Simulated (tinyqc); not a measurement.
Pull-up strength from the switching point.

Inverse problem. Transistor (EKV form, voltages against the body): I = 2 n b Vt^2 [F(vp - Vs) - F(vp - Vd)] from drain to source, F(v) = ln^2(1 + exp(v/(2 Vt))), vp = (Vg - VT + sg |Vd - Vs|)/n. n-channel bodies are at 0; for the p-channel device all voltages are counted down from Vdd. b in uA/V^2 gives I in uA. In an inverter In(Vg = Vd = VM) equals Ip at the switching point VM. Find bp and the current there.

Values chosen for this exercise: temperature T = 293 K; supply voltage Vdd = 0.6 V; slope factor n = 1.3; drain-induced barrier lowering sg = 0.046; n-channel threshold VTn = 0.35 V; p-channel threshold (magnitude) VTp = 0.33 V; gain factor of the pull-down transistor bn = 660 uA/V^2.

Constants: q = 1.602176634e-19 C, kB = 1.380649e-23 J/K, Vt = kB T/q. Results are converted to the units shown.

VM = 0.314870213 V

Solution. Ip is proportional to bp, so bp is In(VM) over the p-channel current for unit b.

bp = 860.0 uA/V^2
current at VM = 0.3288 uA

Computed by the program tinyqc: `OMP_NUM_THREADS=1 python tinyqc.py 2340125 2340126 out.jsonl`, one thread of a shared Intel Xeon 2.30GHz, about 0.05 s for the whole run.
